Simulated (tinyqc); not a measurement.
Length of a molecular wire: coherent transport through a tight-binding bridge. Computed by the program tinyqc. 

A uniform bridge between two chains:
```
parameter                        value
site energy (eV)              5.330000
hopping in the bridge (eV)    1.340000
lead hopping (eV)             1.910000
couplings (eV)              1.12, 0.65
E (eV)                        0.220000
```

T = Gamma_L Gamma_R |G_1n|^2 with the self-energies of semi-infinite chains.

Transmission against length:
```
sites           T      ln T
2      1.6854e-03   -6.3858
3      1.3517e-04   -8.9090
4      1.0846e-05  -11.4317
5      8.7032e-07  -13.9544
6      6.9837e-08  -16.4771
7      5.6040e-09  -18.9998
8      4.4969e-10  -21.5225
9      3.6085e-11  -24.0452
10     2.8956e-12  -26.5678
```

E lies outside the band of the bridge (|E - e|/2h = 1.907 > 1), so T decays as exp(-beta n) with beta = 2 arccosh(1.907) = 2.5227 a site; the last two rows give 2.5227.
